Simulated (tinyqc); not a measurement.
Worked calculation: UHF in the 6-31g basis, for H2-, spin multiplicity 2. The basis has no diffuse functions, so it cannot describe the extra electron: this is an exercise in the method, not the real anion. Computed by tinyqc, a small Python program that keeps every step (integrals from PySCF). Settings: charge = -1, multiplicity = 2, basis = 6-31g, energy threshold = 1e-10, iteration cap = 61, orthogonalisation = symmetric, start = highest core orbitals, DIIS depth = 0, damping = 0.3, method = UHF. Command: `OMP_NUM_THREADS=1 python tinyqc.py 27863 27864 out.jsonl` (the two numbers bound the seeds that draw the settings). One thread of a shared host (Intel(R) Xeon(R) Processor @ 2.60GHz), about 0.1 s of CPU time with the checks. Later iterations appear only in the table of the cycle.

## One-electron integrals

Geometry (angstrom):
```
atom         x         y         z
H     0.000000  0.000000  0.000000
H     0.000000  0.000000  1.133000
```

Basis 6-31g: exponents (1/bohr^2) and contraction coefficients of normalised primitives:
```
element  l (shell)   exponent  coefficient
H            s (1)  18.731137     0.033495
H            s (1)   2.825394     0.234727
H            s (1)   0.640122     0.813757
H            s (2)   0.161278     1.000000
```

Overlap, kinetic and nuclear-attraction integrals over the contracted functions; the nuclear repulsion is the sum of Za Zb / Rab.

nuclear repulsion = 0.46705844 hartree

overlap S, lower triangle:
```
          1H 1s     1H 2s     2H 1s     2H 2s
1H 1s  1.000000
1H 2s  0.658292  1.000000
2H 1s  0.177328  0.360443  1.000000
2H 2s  0.360443  0.690969  0.658292  1.000000
```

kinetic energy T (hartree), lower triangle:
```
           1H 1s     1H 2s     2H 1s     2H 2s
1H 1s   1.395678
1H 2s   0.259735  0.241917
2H 1s  -0.021363  0.084826  1.395678
2H 2s   0.084826  0.125963  0.259735  0.241917
```

nuclear attraction V (hartree), lower triangle:
```
           1H 1s      1H 2s      2H 1s      2H 2s
1H 1s  -2.120100
1H 2s  -1.047939  -1.067980
2H 1s  -0.320361  -0.587561  -2.120100
2H 2s  -0.587561  -0.787601  -1.047939  -1.067980
```

core Hamiltonian H = T + V (hartree), lower triangle:
```
           1H 1s      1H 2s      2H 1s      2H 2s
1H 1s  -0.724421
1H 2s  -0.788204  -0.826064
2H 1s  -0.341724  -0.502735  -0.724421
2H 2s  -0.502735  -0.661638  -0.788204  -0.826064
```

## Two-electron integrals

Functions are numbered as in S; the eight-fold symmetry (ij|kl) = (ji|kl) = (kl|ij) leaves the list below.

Two-electron integrals (ij|kl) in chemists' order, unique and non-zero (hartree):
```
(11|11) 1.076566   (21|11) 0.578470   (21|21) 0.329423   (22|11) 0.587396
(22|21) 0.361304   (22|22) 0.453150   (31|11) 0.136104   (31|21) 0.080347
(31|22) 0.092782   (31|31) 0.028892   (32|11) 0.192986   (32|21) 0.121623
(32|22) 0.158614   (32|31) 0.048533   (32|32) 0.097696   (33|11) 0.463269
(33|21) 0.300056   (33|22) 0.413098   (33|31) 0.136104   (33|32) 0.305984
(33|33) 1.076566   (41|11) 0.305984   (41|21) 0.175639   (41|22) 0.195078
(41|31) 0.048533   (41|32) 0.075779   (41|33) 0.192986   (41|41) 0.097696
(42|11) 0.367381   (42|21) 0.228727   (42|22) 0.294846   (42|31) 0.070410
(42|32) 0.131542   (42|33) 0.367381   (42|41) 0.131542   (42|42) 0.216352
(43|11) 0.300056   (43|21) 0.192946   (43|22) 0.263969   (43|31) 0.080347
(43|32) 0.175639   (43|33) 0.578470   (43|41) 0.121623   (43|42) 0.228727
(43|43) 0.329423   (44|11) 0.413098   (44|21) 0.263969   (44|22) 0.362443
(44|31) 0.092782   (44|32) 0.195078   (44|33) 0.587396   (44|41) 0.158614
(44|42) 0.294846   (44|43) 0.361304   (44|44) 0.453150
```

## Orthogonalisation

S = U s U^T; symmetric (Loewdin) form X = U s^(-1/2) U^T, so that X^T S X = 1.

eigenvalues of S: 0.172569  0.383541  0.959133  2.484757

X, lower triangle:
```
           1H 1s      1H 2s      2H 1s     2H 2s
1H 1s   1.252968
1H 2s  -0.500092   1.585742
2H 1s  -0.008598   0.024804   1.252968
2H 2s   0.024804  -0.581010  -0.500092  1.585742
```

## Starting guess

The start is the highest orbitals of the core Hamiltonian (a deliberately bad start); D(s) = C_occ C_occ^T for each spin.

D(alpha) at the start, lower triangle:
```
           1H 1s      1H 2s      2H 1s     2H 2s
1H 1s   1.531953
1H 2s  -1.844900   2.412651
2H 1s  -0.024798   0.570544   1.531953
2H 2s   0.570544  -1.335136  -1.844900  2.412651
```

D(beta) at the start, lower triangle:
```
           1H 1s      1H 2s      2H 1s     2H 2s
1H 1s   0.778376
1H 2s  -1.207722   1.873893
2H 1s  -0.778376   1.207722   0.778376
2H 2s   1.207722  -1.873893  -1.207722  1.873893
```

## Iteration 1: building the Fock matrix

J_ij = sum D_kl (ij|kl) with D = D(alpha) + D(beta), K_ij = sum D_kl (ik|jl) for each spin; F = H + J - K(s); E = tr D H + tr D J / 2 - 0.5 sum_s tr D(s) K(s) + E_nn.

Coulomb J (hartree), lower triangle:
```
          1H 1s     1H 2s     2H 1s     2H 2s
1H 1s  1.680669
1H 2s  0.980926  1.206639
2H 1s  0.290170  0.548810  1.680669
2H 2s  0.548810  0.866423  0.980926  1.206639
```

exchange K(alpha) (hartree), lower triangle:
```
          1H 1s     1H 2s     2H 1s     2H 2s
1H 1s  0.375565
1H 2s  0.047991  0.099738
2H 1s  0.022117  0.033966  0.375565
2H 2s  0.033966  0.068987  0.047991  0.099738
```

exchange K(beta) (hartree), lower triangle:
```
           1H 1s     1H 2s     2H 1s     2H 2s
1H 1s   0.209368
1H 2s   0.035605  0.037835
2H 1s  -0.037173  0.034265  0.209368
2H 2s   0.034265  0.016335  0.035605  0.037835
```

F(alpha) (hartree), lower triangle:
```
           1H 1s     1H 2s     2H 1s     2H 2s
1H 1s   0.580682
1H 2s   0.144730  0.280838
2H 1s  -0.073671  0.012109  0.580682
2H 2s   0.012109  0.135799  0.144730  0.280838
```

F(beta) (hartree), lower triangle:
```
           1H 1s     1H 2s     2H 1s     2H 2s
1H 1s   0.746879
1H 2s   0.157117  0.342740
2H 1s  -0.014382  0.011810  0.746879
2H 2s   0.011810  0.188450  0.157117  0.342740
```

total energy of this density = 2.07244882 hartree

This density is the starting one.

## Iteration 1: diagonalisation and new density

Diagonalise F' = X^T F X, C = X C', fill 2 alpha and 1 beta electrons from the bottom; D(s) = C_occ C_occ^T; the new density keeps 0.3 of the old one (damping). Each column has its largest component positive (the first on a tie).

F' = X^T F X (alpha) (hartree), lower triangle:
```
           1          2          3         4
1   0.799718
2  -0.233253   0.472438
3  -0.106037  -0.034050   0.799718
4  -0.034050  -0.087110  -0.233253  0.472438
```

orbital energies (alpha) (hartree): MO1 0.230925, MO2 0.468745, MO3 0.848084, MO4 0.996558

coefficients C (alpha):
```
            MO1        MO2        MO3        MO4
1H 1s  0.149095   0.032277   0.930026  -0.965656
1H 2s  0.447093   1.240172  -0.646374   0.973209
2H 1s  0.149095  -0.032277   0.930026   0.965656
2H 2s  0.447093  -1.240172  -0.646374  -0.973209
```

F' = X^T F X (beta) (hartree), lower triangle:
```
           1          2          3         4
1   1.058035
2  -0.339935   0.571970
3  -0.003617  -0.097590   1.058035
4  -0.097590  -0.031608  -0.339935  0.571970
```

orbital energies (beta) (hartree): MO1 0.289954, MO2 0.499164, MO3 1.166066, MO4 1.304827

coefficients C (beta):
```
            MO1        MO2        MO3        MO4
1H 1s  0.145387   0.012108   0.966119   0.930613
1H 2s  0.449666   1.260222  -0.947103  -0.644587
2H 1s  0.145387  -0.012108  -0.966119   0.930613
2H 2s  0.449666  -1.260222   0.947103  -0.644587
```

D(alpha) after iteration 1, lower triangle:
```
           1H 1s      1H 2s      2H 1s     2H 2s
1H 1s   0.475876
1H 2s  -0.478788   1.940339
2H 1s   0.007392   0.189804   0.475876
2H 2s   0.189804  -1.337235  -0.478788  1.940339
```

D(beta) after iteration 1, lower triangle:
```
           1H 1s      1H 2s      2H 1s     2H 2s
1H 1s   0.248309
1H 2s  -0.316554   0.703708
2H 1s  -0.218717   0.408080   0.248309
2H 2s   0.408080  -0.420628  -0.316554  0.703708
```

## Iteration 2: building the Fock matrix

As before.

Coulomb J (hartree), lower triangle:
```
          1H 1s     1H 2s     2H 1s     2H 2s
1H 1s  1.610537
1H 2s  0.975898  1.233518
2H 1s  0.288477  0.548133  1.610537
2H 2s  0.548133  0.887810  0.975898  1.233518
```

exchange K(alpha) (hartree), lower triangle:
```
          1H 1s     1H 2s     2H 1s     2H 2s
1H 1s  0.433339
1H 2s  0.324764  0.390658
2H 1s  0.116397  0.193395  0.433339
2H 2s  0.193395  0.283684  0.324764  0.390658
```

exchange K(beta) (hartree), lower triangle:
```
          1H 1s     1H 2s     2H 1s     2H 2s
1H 1s  0.286115
1H 2s  0.237054  0.280055
2H 1s  0.129544  0.202048  0.286115
2H 2s  0.202048  0.254450  0.237054  0.280055
```

F(alpha) (hartree), lower triangle:
```
           1H 1s      1H 2s      2H 1s     2H 2s
1H 1s   0.452777
1H 2s  -0.137071   0.016797
2H 1s  -0.169645  -0.147996   0.452777
2H 2s  -0.147996  -0.057512  -0.137071  0.016797
```

F(beta) (hartree), lower triangle:
```
           1H 1s      1H 2s      2H 1s     2H 2s
1H 1s   0.600000
1H 2s  -0.049360   0.127400
2H 1s  -0.182792  -0.156649   0.600000
2H 2s  -0.156649  -0.028278  -0.049360  0.127400
```

total energy of this density = 0.23890198 hartree

This density is a damped mixture and is not idempotent.

## Iteration 2: diagonalisation and new density

As before.

F' = X^T F X (alpha) (hartree), lower triangle:
```
           1          2          3         4
1   0.881517
2  -0.516307   0.395311
3  -0.115101  -0.052507   0.881517
4  -0.052507  -0.100193  -0.516307  0.395311
```

orbital energies (alpha) (hartree): MO1 -0.084928, MO2 0.218909, MO3 1.146463, MO4 1.273213

coefficients C (alpha):
```
            MO1        MO2        MO3        MO4
1H 1s  0.209381   0.138139   0.918334  -0.956269
1H 2s  0.404024   1.125784  -0.674135   1.103528
2H 1s  0.209381  -0.138139   0.918334   0.956269
2H 2s  0.404024  -1.125784  -0.674135  -1.103528
```

F' = X^T F X (beta) (hartree), lower triangle:
```
           1          2          3         4
1   1.029378
2  -0.485384   0.546784
3  -0.117275  -0.112805   1.029378
4  -0.112805  -0.155721  -0.485384  0.546784
```

orbital energies (beta) (hartree): MO1 -0.000874, MO2 0.490837, MO3 1.304040, MO4 1.358321

coefficients C (beta):
```
            MO1        MO2        MO3        MO4
1H 1s  0.201114   0.117934   0.920180  -0.958971
1H 2s  0.410070   1.148814  -0.670474   1.079532
2H 1s  0.201114  -0.117934   0.920180   0.958971
2H 2s  0.410070  -1.148814  -0.670474  -1.079532
```

D(alpha) after iteration 2, lower triangle:
```
          1H 1s      1H 2s     2H 1s     2H 2s
1H 1s  0.186809
1H 2s  0.024440   1.583539
2H 1s  0.019548   0.007298  0.186809
2H 2s  0.007298  -1.174078  0.024440  1.583539
```

D(beta) after iteration 2, lower triangle:
```
           1H 1s      1H 2s      2H 1s     2H 2s
1H 1s   0.102805
1H 2s  -0.037237   0.328822
2H 1s  -0.037302   0.180153   0.102805
2H 2s   0.180153  -0.008478  -0.037237  0.328822
```

## Iteration 23 (converged): orbitals

converged F(alpha) (hartree), lower triangle:
```
           1H 1s      1H 2s      2H 1s      2H 2s
1H 1s   0.388165
1H 2s  -0.257557  -0.054176
2H 1s  -0.196555  -0.203543   0.388165
2H 2s  -0.203543  -0.107708  -0.257557  -0.054176
```

converged F(beta) (hartree), lower triangle:
```
           1H 1s      1H 2s      2H 1s     2H 2s
1H 1s   0.623282
1H 2s  -0.095142   0.084499
2H 1s  -0.254438  -0.207944   0.623282
2H 2s  -0.207944  -0.081767  -0.095142  0.084499
```

Diagonalise F' = X^T F X, C = X C', fill 2 alpha and 1 beta electrons from the bottom; D(s) = C_occ C_occ^T. Each column has its largest component positive (the first on a tie).

F' = X^T F X (alpha) (hartree), lower triangle:
```
           1          2          3         4
1   0.911223
2  -0.663642   0.427768
3  -0.105673  -0.053033   0.911223
4  -0.053033  -0.107518  -0.663642  0.427768
```

orbital energies (alpha) (hartree): MO1 -0.193739, MO2 0.119713, MO3 1.319539, MO4 1.432468

coefficients C (alpha):
```
            MO1        MO2        MO3        MO4
1H 1s  0.239700   0.195074   0.910890  -0.946298
1H 2s  0.381460   1.057781  -0.687154   1.168872
2H 1s  0.239700  -0.195074   0.910890   0.946298
2H 2s  0.381460  -1.057781  -0.687154  -1.168872
```

F' = X^T F X (beta) (hartree), lower triangle:
```
           1          2          3         4
1   1.111808
2  -0.548873   0.570688
3  -0.181543  -0.117980   1.111808
4  -0.117980  -0.195140  -0.548873  0.570688
```

orbital energies (beta) (hartree): MO1 -0.069326, MO2 0.524378, MO3 1.375139, MO4 1.534801

coefficients C (beta):
```
            MO1        MO2        MO3        MO4
1H 1s  0.208738   0.112282   0.918480  -0.959649
1H 2s  0.404495   1.155154  -0.673852   1.072745
2H 1s  0.208738  -0.112282   0.918480   0.959649
2H 2s  0.404495  -1.155154  -0.673852  -1.072745
```

D(alpha) after iteration 23, lower triangle:
```
           1H 1s      1H 2s     2H 1s     2H 2s
1H 1s   0.095510
1H 2s   0.297782   1.264412
2H 1s   0.019402  -0.114909  0.095510
2H 2s  -0.114909  -0.973388  0.297782  1.264412
```

D(beta) after iteration 23, lower triangle:
```
          1H 1s     1H 2s     2H 1s     2H 2s
1H 1s  0.043572
1H 2s  0.084434  0.163617
2H 1s  0.043572  0.084434  0.043572
2H 2s  0.084434  0.163617  0.084434  0.163617
```

## Convergence

Stop when the energy changes by less than 1e-10 hartree and every element of the error matrix X^T (F D S - S D F) X (for each spin) is below 3e-06.

Course of the cycle:
```
iteration  E (hartree)     change  largest element of the error matrix
1           2.07244882          -                             1.63e-01
2           0.23890198  -1.83e+00                             1.41e-01
3          -0.55867116  -7.98e-01                             7.63e-02
4          -0.82404985  -2.65e-01                             3.73e-02
5          -0.90657731  -8.25e-02                             1.81e-02
6          -0.93172436  -2.51e-02                             8.98e-03
7          -0.93933987  -7.62e-03                             4.63e-03
8          -0.94164305  -2.30e-03                             2.49e-03
9          -0.94234002  -6.97e-04                             1.39e-03
10         -0.94255125  -2.11e-04                             7.99e-04
11         -0.94261542  -6.42e-05                             4.70e-04
12         -0.94263498  -1.96e-05                             2.81e-04
13         -0.94264096  -5.98e-06                             1.70e-04
14         -0.94264279  -1.84e-06                             1.04e-04
15         -0.94264336  -5.68e-07                             6.36e-05
16         -0.94264354  -1.77e-07                             3.91e-05
17         -0.94264359  -5.54e-08                             2.40e-05
18         -0.94264361  -1.75e-08                             1.48e-05
19         -0.94264362  -5.61e-09                             9.13e-06
20         -0.94264362  -1.81e-09                             5.63e-06
21         -0.94264362  -5.95e-10                             3.48e-06
22         -0.94264362  -1.98e-10                             2.14e-06
23         -0.94264362  -6.66e-11                             1.32e-06
```

PySCF UHF in the same basis, after a stability check = -0.94264362 hartree

Converged in 23 iterations.

## Populations, bond orders and dipole

Mulliken: Z minus the diagonal of D S on the atom; Loewdin: the same with S^(1/2) D S^(1/2); Mayer order: 2 sum_s sum (D(s) S)_ij (D(s) S)_ji over the two atoms.

Charges (e):
```
atom   Mulliken    Loewdin  Mulliken spin
1H    -0.500000  -0.500000       0.500000
2H    -0.500000  -0.500000       0.500000
```

Mayer bond orders:
```
pair     order
2-1   0.382049
```

dipole moment about the origin, x y z (debye): 0.000000  0.000000  -2.721015

<S^2> of the determinant (pure state: 0.75) = 0.751145
